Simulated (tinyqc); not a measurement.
Five-level k.p model folded onto the conduction band, step by step. Values are carried at full precision from step to step, so a last printed digit may differ when a step is redone from the rounded ones.

Second-order sums for the lowest conduction level at E: 1/m = 1 + Cm + (Ep/3)(2/E + 1/(E + Dso)) - (Ep2/3)(2/(E7 + D2 - E) + 1/(E7 - E)); g/2 = 1 + Cg - (Ep/3)(1/E - 1/(E + Dso)) - (Ep2/3)(1/(E7 - E) - 1/(E7 + D2 - E)). E is counted from the top of the valence band; E = Eg at the edge.

Constants: hbar^2/2m0 = 3.80998211 eV angstrom^2.

Values chosen for the exercise (near those of GaAs; shifted at random, so the results belong to these values and not to a real crystal):
```
symbol  value  unit        meaning
Eg      1.507  eV          gap at Gamma to the s-like level
Dso     0.343  eV          spin-orbit splitting
Ep      25.5   eV          Kane energy
E7      4.49   eV          upper Gamma7 conduction level, from the valence top
D2      0.16   eV          its spin-orbit splitting, Gamma8 above Gamma7
Ep2     5.4    eV          Kane energy to the upper levels
Cm      -0.4               remote term in 1/m
Cg      -0.02              remote term in g/2
k       0.061  1/angstrom  wave vector along z
```

## Mass and g factor term by term

Evaluate at E = Eg.

Terms:
```
level           part of 1/m  part of g
free + remote        0.6000     1.9600
Gamma8 valence      11.2807   -11.2807
Gamma7 valence       4.5946     9.1892
Gamma8 upper        -1.1454     1.1454
Gamma7 upper        -0.6034    -1.2068
```

m = 0.0679 m0
g = -0.193

The valence levels give 15.88 to 1/m and the upper levels take 1.75 away. In g the two valence terms nearly cancel when Dso is small against Eg; here Dso/Eg = 0.23 and they leave -2.092, the upper pair -0.061. This nearly cancels the free value 2, so 5 % in Ep moves g by about 0.1.

## The matrix at one k

For k along z and one spin sector the level c couples to four states. With c0 = hbar^2/2m0, P = sqrt(Ep c0), P2 = sqrt(Ep2 c0): diagonal Eg + (1 + Cm) c0 k^2 for c, and 0, -Dso, E7 + D2, E7 for lh, so, G8 up, G7 up (their own dispersion is left out); couplings of c: sqrt(2/3) P k to lh, sqrt(1/3) P k to so, sqrt(2/3) P2 k to G8 up, sqrt(1/3) P2 k to G7 up (phases chosen real).

Fill in the matrix.

H (eV), rows c, lh, so, G8 up, G7 up and columns alike:
```
[[1.51551, 0.49093, 0.34714, 0.22591, 0.15975],
 [0.49093, 0, 0, 0, 0],
 [0.34714, 0, -0.34300, 0, 0],
 [0.22591, 0, 0, 4.65000, 0],
 [0.15975, 0, 0, 0, 4.49000]]
```

## Exact folding onto c

Solve E = H_cc + S(E), S(E) = sum_j H_cj^2/(E - H_jj), from E = H_cc, by plain substitution and by Newton steps on E - H_cc - S(E). The weight of c in the state is Z = 1/(1 - dS/dE). The exact level is the third eigenvalue of H from below.

Iterates (eV):
```
step  substitution   Newton
0          1.51551  1.51551
1          1.71451  1.68887
2          1.68806  1.69092
3          1.69127  1.69092
4          1.69088  1.69092
5          1.69093  1.69092
6          1.69092  1.69092
7          1.69092  1.69092
```

exact level = 1.69092 eV
Z = 0.8909

Substitution multiplies the error by about dS/dE = 1 - 1/Z = -0.123 a step, so it alternates; after 7 steps it is off by 7.9e-08 eV, while Newton is within 1e-5 eV from step 2 on.

## Loewdin series

Expanding E = H_cc + S(E) about Eg in powers of k^2, with s_n = sum_j H_cj^2/(Eg - H_jj)^n: order k^2: e2 = (1 + Cm) c0 k^2 + s1; order k^4: e4 = -s2 e2; order k^6: e6 = s3 e2^2 + s2^2 e2.

Give each order and the partial sums, counted from Eg.

s1 (eV), s2 (no unit), s3 (1/eV); (1 + Cm) c0 k^2 is H_cc - Eg: [0.20027, 0.14937, 0.08685]

e2, e4, e6 (eV): [0.20878, -0.03118, 0.00844]

partial sums (eV): [0.20878, 0.17759, 0.18604]

The exact value is 0.18392 eV; the errors of the partial sums are +24.86, -6.33 and +2.12 meV.

## Checks

- Curvature of the exact level at small k against the sum for 1/m: both 14.726.

Computed by tinyqc, a small Python program: `OMP_NUM_THREADS=1 python tinyqc.py 1050544 1050545 out.jsonl` (the numbers bound the seed that draws the inputs); one thread of a shared host (Intel(R) Xeon(R) Processor @ 2.30GHz), about 0.01 s for the whole set of steps.
